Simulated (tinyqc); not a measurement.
One-diode model of a solar cell: one step of the calculation.

J is the current delivered and Vj = V + J Rs the junction voltage. J = X JL - J01 (exp(Vj/(n1 Vt)) - 1) - Vj/Rp. The photocurrent does not depend on voltage.

Question. New Vj. Maximum power: dP/dVj = f = J (1 + 2 Rs G) - G Vj = 0. G = -dJ/dVj = J01 exp(Vj/(n1 Vt))/(n1 Vt) + 1/Rp. H = dG/dVj; f' = -2 G - 2 Rs G^2 + (2 Rs J - Vj) H; Vj(new) = Vj - f/f'.

Parameters, values chosen for the exercise; values of the order met in cells of CIGS:
- T = 298.15 K (temperature)
- JL = 36.5 mA/cm^2 (photocurrent at one sun)
- X = 0.1 suns (concentration)
- J01 = 1.2e-10 A/cm^2 (saturation current of the diode)
- n1 = 1.38 (ideality factor of the diode)
- Rs = 2.5 ohm cm^2 (series resistance)
- Rp = 9000 ohm cm^2 (shunt resistance)

Constants: q = 1.602176634e-19 C, kB = 1.380649e-23 J/K, Vt = kB T/q. Results are converted to the units shown.

Vj after iteration 2 = 0.55131419 V

Find: J; G; H; f; f'; Vj after iteration 3.

Answer.

J = 2.909 mA/cm^2
G = 0.01928 S/cm^2
H = 0.5405 S/(cm^2 V)
f = -7.437 mA/cm^2
f' = -0.3305 S/cm^2
Vj after iteration 3 = 0.5288 V

tinyqc, about 0.01 s, one thread, Intel Xeon 2.30GHz (shared host): `OMP_NUM_THREADS=1 python tinyqc.py 2280039 2280040 out.jsonl`
